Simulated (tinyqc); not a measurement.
## Bandgap voltage reference from two bipolar transistors: output against temperature

Two transistors of area 1 and N carry the same current I. Is(T) = Is (T/T0)^eta exp[(Vg0 q/kB)(1/T0 - 1/T)], VBE1 = Vt ln(I/Is(T)) + I rb, VBE2 = Vt ln(I/(N Is(T))) + I rb/N. The amplifier forces I R1(T) = VBE1 - VBE2 + Vos, with R(T) = R (1 + tc (T - T0)) for both resistors, and the output is Vref = VBE1 + I R2(T). Base currents and the Early effect are neglected.

Vt = kB T/q; I = (Vt ln N + Vos)/(R1(T) - rb (1 - 1/N)).

Values chosen for this exercise; values of the order met in silicon bipolar transistors:
- T0 = 300 K (reference temperature)
- Vg0 = 1.189 V (band-gap voltage extrapolated to 0 K)
- eta = 3.8 (temperature exponent of the saturation current)
- Is = 1.5e-16 A (saturation current of the unit transistor at T0)
- N = 4 (area ratio of the second transistor)
- R1 = 3.3 kohm (resistor across which the difference of VBE falls, at T0)
- tc = 1700 ppm/K (temperature coefficient of both resistors)
- Vos = 1.4 mV (offset of the amplifier)
- rb = 0 ohm (series resistance of the unit transistor)
- R2 = 59.57 kohm (output resistor at T0)

Constants: q = 1.602176634e-19 C, kB = 1.380649e-23 J/K. Results are converted to the units shown.

Results:
```
T (K),I (uA),VBE1 (V),I R2 (V),Vref (V),Vref - Vref(T0) (mV),dVref/dT (uV/K)
218,9.6630,0.81534,0.49538,1.3107,-8.9229,159.63
233,9.9977,0.78524,0.52773,1.3130,-6.6799,139.64
253,10.415,0.74465,0.57086,1.3155,-4.1393,114.74
273,10.803,0.70358,0.61399,1.3176,-2.0784,91.613
298,11.250,0.65162,0.66790,1.3195,-0.12758,64.817
323,11.661,0.59901,0.72181,1.3208,1.1792,40.038
348,12.040,0.54581,0.77572,1.3215,1.8888,16.992
398,12.714,0.43777,0.88354,1.3213,1.6722,-24.775
423,13.016,0.38300,0.93746,1.3205,0.81230,-43.834
```

Estimate the missing row, T = 373 K.

Computed row:
```
T (K),I (uA),VBE1 (V),I R2 (V),Vref (V),Vref - Vref(T0) (mV),dVref/dT (uV/K)
373,12.389,0.49205,0.82963,1.3217,2.0413,-4.5506
```

With this row back in the table: VBE1 falls by 2.11 mV/K on average and I R2 rises by 2.16 mV/K. The slope of Vref vanishes at T = 368 K. Between 233 and 398 K Vref spans 8.73 mV, or 40.1 ppm/K by the box method (span over the average over T, over 165 K).

Numbers from tinyqc (`OMP_NUM_THREADS=1 python tinyqc.py 2062038 2062039 out.jsonl`; about 0.02 s on one thread of a shared Intel Xeon 2.30GHz).
